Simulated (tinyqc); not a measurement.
Thickness: WKB tunnelling through a gate dielectric with a two-band (Franz) dispersion.

At depth x the conduction edge lies u(x) = phi - V x/t above the electron. Parabolic: kappa = sqrt(m u/c). Franz: kappa = sqrt(m u (1 - u/Eg)/c), which vanishes at both band edges. c = hbar^2/2m0. T = exp(-2 integral of kappa dx) over the region u > 0; no image force, no prefactor, zero transverse momentum. The region ends at x_e = min(t, phi t/V); x_e < t is the Fowler-Nordheim regime.

Constants: hbar^2/2m0 = 3.80998211 eV angstrom^2.

Values chosen for the exercise (of the size used for SiO2 on silicon; not measured data):
- Eg = 8.89 eV (gap of the dielectric)
- phi = 2.88 eV (barrier above the electron energy at the emitter)
- m = 0.57 m0 (mass at the conduction edge)
- V = 1.3 V (voltage across the layer)

The same voltage across layers of other thickness. The last column is the thickness that changes T by a factor of ten, ln(10)/(2 I/t).

Transmission:

| t (angstrom) | field (MV/cm) | T parabolic | T Franz | angstrom per decade, Franz |
|---|---|---|---|---|
| 8 | 16.25 | 0.000100 | 0.000353 | 2.318 |
| 10 | 13.00 | 1.00e-05 | 4.85e-05 | 2.318 |
| 12 | 10.83 | 1.00e-06 | 6.64e-06 | 2.318 |
| 15 | 8.67 | 3.17e-08 | 3.37e-07 | 2.318 |
| 20 | 6.50 | 1.00e-10 | 2.35e-09 | 2.318 |
| 25 | 5.20 | 3.18e-13 | 1.63e-11 | 2.318 |
| 30 | 4.33 | 1.01e-15 | 1.14e-13 | 2.318 |
| 40 | 3.25 | 1.01e-20 | 5.51e-18 | 2.318 |

What can be read from this table?

At fixed voltage the exponent is proportional to t: T falls tenfold for each 2.32 angstrom. The ratio of Franz to parabolic grows with t, from 3.53 at 8 to 546 at 40 angstrom. Fields above about 12 MV/cm (2 of the rows) are past breakdown; those rows are an exercise.

Computed by tinyqc, a small Python program: `OMP_NUM_THREADS=1 python tinyqc.py 1451403 1451404 out.jsonl` (the numbers bound the seed that draws the inputs); one thread of a shared host (Intel(R) Xeon(R) Processor @ 2.30GHz), about 0.01 s for the whole set of steps.
